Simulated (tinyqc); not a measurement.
From results back to parameters: k.p values derived from sp3s* tight binding at Gamma. Three cases, with inputs chosen for the exercise.

Problem. The electron mass obeys m0/m = A + Ep/EG, where A gathers the direct term and the higher bands, and Ep = P^2/c with c = hbar^2/2m0, P = (a/4)(sa pc Vsapc + sc pa Vscpa). The mass comes from a hidden Vscpa (s cation, p anion); sa, sc are the anion and cation parts of S+, the upper s level at Gamma, and pa, pc those of P-, the lower p level (P+ is the upper one).

Constants: hbar^2/2m0 = 3.80998211 eV angstrom^2.

Find: Ep; Vscpa.

Method. Ep = (m0/m - A) EG gives |P|; both terms of P have the sign of sc pa, and the linear relation gives Vscpa. A is held fixed, though its part from P+ also depends on Vscpa.

Case 1.

Values chosen (out of a larger set: near a published set for GaP, fitted to gaps, whose masses and valley positions are rough; not measured data): a = 5.446 angstrom (lattice constant); Vsapc = 4.31 eV (s anion, p cation).

m = 0.2588461 m0
A = -1.71124
EG = 2.878348 eV

sa, sc, pa, pc: 0.561842  -0.827245  0.887656  -0.460507

Solution.

Ep = 16.05 eV
Vscpa = 6.30 eV

Case 2.

Values chosen (out of a larger set: near a published set for SiC, fitted to gaps, whose masses and valley positions are rough; not measured data): a = 4.363 angstrom (lattice constant); Vsapc = 9.532 eV (s anion, p cation).

m = 0.5524060 m0
A = -2.69665
EG = 5.938992 eV

sa, sc, pa, pc: 0.653955  -0.756534  0.819398  -0.573226

Solution.

Ep = 26.77 eV
Vscpa = 9.17 eV

Case 3.

Values chosen (out of a larger set: near a published set for SiC, fitted to gaps, whose masses and valley positions are rough; not measured data): a = 4.361 angstrom (lattice constant); Vsapc = 9.47 eV (s anion, p cation).

m = 0.5249619 m0
A = -2.58072
EG = 5.975147 eV

sa, sc, pa, pc: 0.654633  -0.755947  0.817219  -0.576328

Solution.

Ep = 26.80 eV
Vscpa = 9.22 eV

Computed by tinyqc, one run a case: `OMP_NUM_THREADS=1 python tinyqc.py N N+1 out.jsonl` with N = 1480365, 1480370, 1480410; one thread of a shared Intel(R) Xeon(R) Processor @ 2.30GHz, about 0.01 s a run at most.
